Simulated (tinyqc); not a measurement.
Inside a calculation. Method: RHF in the sto-3g basis, for H6, spin multiplicity 1. One step of it, computed by the program tinyqc.

Task: Iteration 3: building the Fock matrix. J_ij = sum D_kl (ij|kl), K_ij = sum D_kl (ik|jl); F = H + J - 0.5 K; E = tr D H + tr D J / 2 - 0.25 tr D K + E_nn.

D after iteration 2:
```
,1H 1s,2H 1s,3H 1s,4H 1s,5H 1s,6H 1s
1H 1s,0.620863,0.601906,-0.142665,-0.289774,0.024398,0.151038
2H 1s,0.601906,0.640106,0.045643,-0.128221,-0.029416,0.041360
3H 1s,-0.142665,0.045643,0.637001,0.587810,-0.120077,-0.324893
4H 1s,-0.289774,-0.128221,0.587810,0.647187,0.079715,-0.146596
5H 1s,0.024398,-0.029416,-0.120077,0.079715,0.601075,0.591738
6H 1s,0.151038,0.041360,-0.324893,-0.146596,0.591738,0.663250
```

core Hamiltonian H = T + V (hartree):
```
,1H 1s,2H 1s,3H 1s,4H 1s,5H 1s,6H 1s
1H 1s,-1.814003,-1.457008,-0.332202,-0.088294,-0.006974,-0.000944
2H 1s,-1.457008,-2.120369,-1.003042,-0.346652,-0.040226,-0.006974
3H 1s,-0.332202,-1.003042,-2.280753,-1.644712,-0.346055,-0.088114
4H 1s,-0.088294,-0.346652,-1.644712,-2.280473,-1.001588,-0.331621
5H 1s,-0.006974,-0.040226,-0.346055,-1.001588,-2.119879,-1.456806
6H 1s,-0.000944,-0.006974,-0.088114,-0.331621,-1.456806,-1.813793
```

Two-electron integrals (ij|kl) in chemists' order, unique and non-zero (hartree):
```
i,j,k,l,(ij|kl)
1,1,1,1,0.774606
2,1,1,1,0.424825
2,1,2,1,0.274967
2,2,1,1,0.556907
2,2,2,1,0.424825
2,2,2,2,0.774606
3,1,1,1,0.061734
3,1,2,1,0.044085
3,1,2,2,0.076859
3,1,3,1,0.008787
3,2,1,1,0.152938
3,2,2,1,0.121452
3,2,2,2,0.237131
3,2,3,1,0.028141
3,2,3,2,0.098776
3,3,1,1,0.270674
3,3,2,1,0.214033
3,3,2,2,0.425692
3,3,3,1,0.061734
3,3,3,2,0.237131
3,3,3,3,0.774606
4,1,1,1,0.012489
4,1,2,1,0.009249
4,1,2,2,0.016721
4,1,3,1,0.002017
4,1,3,2,0.006770
4,1,3,3,0.016721
4,1,4,1,0.000491
4,2,1,1,0.040575
4,2,2,1,0.031859
4,2,2,2,0.061734
4,2,3,1,0.007849
4,2,3,2,0.028141
4,2,3,3,0.076859
4,2,4,1,0.002017
4,2,4,2,0.008787
4,3,1,1,0.145002
4,3,2,1,0.111207
4,3,2,2,0.214033
4,3,3,1,0.031859
4,3,3,2,0.121452
4,3,3,3,0.424825
4,3,4,1,0.009249
4,3,4,2,0.044085
4,3,4,3,0.274967
4,4,1,1,0.194371
4,4,2,1,0.145002
4,4,2,2,0.270674
4,4,3,1,0.040575
4,4,3,2,0.152938
4,4,3,3,0.556907
4,4,4,1,0.012489
4,4,4,2,0.061734
4,4,4,3,0.424825
4,4,4,4,0.774606
5,1,1,1,0.000644
5,1,2,1,0.000493
5,1,2,2,0.000933
5,1,3,1,0.000123
5,1,3,2,0.000441
5,1,3,3,0.001250
5,1,4,1,0.000033
5,1,4,2,0.000143
5,1,4,3,0.000748
5,1,4,4,0.001090
5,1,5,1,2.41e-06
5,2,1,1,0.003333
5,2,2,1,0.002559
5,2,2,2,0.004894
5,2,3,1,0.000672
5,2,3,2,0.002460
5,2,3,3,0.007452
5,2,4,1,0.000185
5,2,4,2,0.000843
5,2,4,3,0.004753
5,2,4,4,0.007453
5,2,5,1,0.000014
5,2,5,2,0.000092
5,3,1,1,0.023980
5,3,2,1,0.017798
5,3,2,2,0.033032
5,3,3,1,0.004853
5,3,3,2,0.018007
5,3,3,3,0.061618
5,3,4,1,0.001431
5,3,4,2,0.006861
5,3,4,3,0.044004
5,3,4,4,0.076721
5,3,5,1,0.000123
5,3,5,2,0.000841
5,3,5,3,0.008757
5,4,1,1,0.064499
5,4,2,1,0.046781
5,4,2,2,0.084539
5,4,3,1,0.012294
5,4,3,2,0.044742
5,4,3,3,0.152698
5,4,4,1,0.003701
5,4,4,2,0.018012
5,4,4,3,0.121260
5,4,4,4,0.236754
5,4,5,1,0.000337
5,4,5,2,0.002457
5,4,5,3,0.028054
5,4,5,4,0.098498
5,5,1,1,0.135861
5,5,2,1,0.096339
5,5,2,2,0.169602
5,5,3,1,0.024015
5,5,3,2,0.084630
5,5,3,3,0.270539
5,5,4,1,0.006985
5,5,4,2,0.033077
5,5,4,3,0.213909
5,5,4,4,0.425409
5,5,5,1,0.000644
5,5,5,2,0.004894
5,5,5,3,0.061618
5,5,5,4,0.236754
5,5,5,5,0.774606
6,1,1,1,0.000066
6,1,2,1,0.000050
6,1,2,2,0.000094
6,1,3,1,0.000013
6,1,3,2,0.000049
6,1,3,3,0.000151
6,1,4,1,3.69e-06
6,1,4,2,0.000017
6,1,4,3,0.000097
6,1,4,4,0.000151
6,1,5,1,2.93e-07
6,1,5,2,1.85e-06
6,1,5,3,0.000017
6,1,5,4,0.000048
6,1,5,5,0.000094
6,1,6,1,3.76e-08
6,2,1,1,0.000459
6,2,2,1,0.000344
6,2,2,2,0.000644
6,2,3,1,0.000092
6,2,3,2,0.000338
6,2,3,3,0.001090
6,2,4,1,0.000026
6,2,4,2,0.000123
6,2,4,3,0.000748
6,2,4,4,0.001250
6,2,5,1,2.19e-06
6,2,5,2,0.000014
6,2,5,3,0.000143
6,2,5,4,0.000441
6,2,5,5,0.000933
6,2,6,1,2.93e-07
6,2,6,2,2.41e-06
6,3,1,1,0.005263
6,3,2,1,0.003836
6,3,2,2,0.006973
6,3,3,1,0.001014
6,3,3,2,0.003698
6,3,3,3,0.012461
6,3,4,1,0.000299
6,3,4,2,0.001430
6,3,4,3,0.009228
6,3,4,4,0.016685
6,3,5,1,0.000026
6,3,5,2,0.000184
6,3,5,3,0.002009
6,3,5,4,0.006747
6,3,5,5,0.016685
6,3,6,1,3.69e-06
6,3,6,2,0.000032
6,3,6,3,0.000489
6,4,1,1,0.018811
6,4,2,1,0.013468
6,4,2,2,0.023980
6,4,3,1,0.003437
6,4,3,2,0.012290
6,4,3,3,0.040499
6,4,4,1,0.001014
6,4,4,2,0.004853
6,4,4,3,0.031799
6,4,4,4,0.061618
6,4,5,1,0.000092
6,4,5,2,0.000671
6,4,5,3,0.007823
6,4,5,4,0.028054
6,4,5,5,0.076721
6,4,6,1,0.000013
6,4,6,2,0.000123
6,4,6,3,0.002009
6,4,6,4,0.008757
6,5,1,1,0.078843
6,5,2,1,0.055349
6,5,2,2,0.096339
6,5,3,1,0.013487
6,5,3,2,0.046832
6,5,3,3,0.144940
6,5,4,1,0.003842
6,5,4,2,0.017823
6,5,4,3,0.111151
6,5,4,4,0.213909
6,5,5,1,0.000344
6,5,5,2,0.002559
6,5,5,3,0.031799
6,5,5,4,0.121260
6,5,5,5,0.424825
6,5,6,1,0.000050
6,5,6,2,0.000493
6,5,6,3,0.009228
6,5,6,4,0.044004
6,5,6,5,0.274967
6,6,1,1,0.113314
6,6,2,1,0.078843
6,6,2,2,0.135861
6,6,3,1,0.018839
6,6,3,2,0.064571
6,6,3,3,0.194300
6,6,4,1,0.005272
6,6,4,2,0.024015
6,6,4,3,0.144940
6,6,4,4,0.270539
6,6,5,1,0.000459
6,6,5,2,0.003333
6,6,5,3,0.040499
6,6,5,4,0.152698
6,6,5,5,0.556907
6,6,6,1,0.000066
6,6,6,2,0.000644
6,6,6,3,0.012461
6,6,6,4,0.061618
6,6,6,5,0.424825
6,6,6,6,0.774606
```

nuclear repulsion = 4.98134815 hartree

Give: Coulomb J; exchange K; Fock matrix F; total energy of this density.

Result:

Coulomb J (hartree):
```
,1H 1s,2H 1s,3H 1s,4H 1s,5H 1s,6H 1s
1H 1s,2.0418,1.3850,0.2825,0.0704,0.0050,0.0006
2H 1s,1.3850,2.3251,0.9215,0.2965,0.0312,0.0050
3H 1s,0.2825,0.9215,2.4785,1.5646,0.2960,0.0703
4H 1s,0.0704,0.2965,1.5646,2.4818,0.9207,0.2824
5H 1s,0.0050,0.0312,0.2960,0.9207,2.3236,1.3876
6H 1s,0.0006,0.0050,0.0703,0.2824,1.3876,2.0524
```

exchange K (hartree):
```
,1H 1s,2H 1s,3H 1s,4H 1s,5H 1s,6H 1s
1H 1s,1.1534,1.0244,0.2221,0.0263,-0.0013,0.0093
2H 1s,1.0244,1.2317,0.5155,0.2183,0.0231,-0.0014
3H 1s,0.2221,0.5155,1.2170,1.0207,0.2205,0.0237
4H 1s,0.0263,0.2183,1.0207,1.2305,0.5217,0.2212
5H 1s,-0.0013,0.0231,0.2205,0.5217,1.2191,1.0223
6H 1s,0.0093,-0.0014,0.0237,0.2212,1.0223,1.1688
```

Fock matrix F (hartree):
```
,1H 1s,2H 1s,3H 1s,4H 1s,5H 1s,6H 1s
1H 1s,-0.3489,-0.5843,-0.1607,-0.0310,-0.0013,-0.0050
2H 1s,-0.5843,-0.4112,-0.3394,-0.1593,-0.0206,-0.0013
3H 1s,-0.1607,-0.3394,-0.4108,-0.5905,-0.1603,-0.0296
4H 1s,-0.0310,-0.1593,-0.5905,-0.4140,-0.3417,-0.1599
5H 1s,-0.0013,-0.0206,-0.1603,-0.3417,-0.4059,-0.5804
6H 1s,-0.0050,-0.0013,-0.0296,-0.1599,-0.5804,-0.3458
```

total energy of this density = -3.279848 hartree
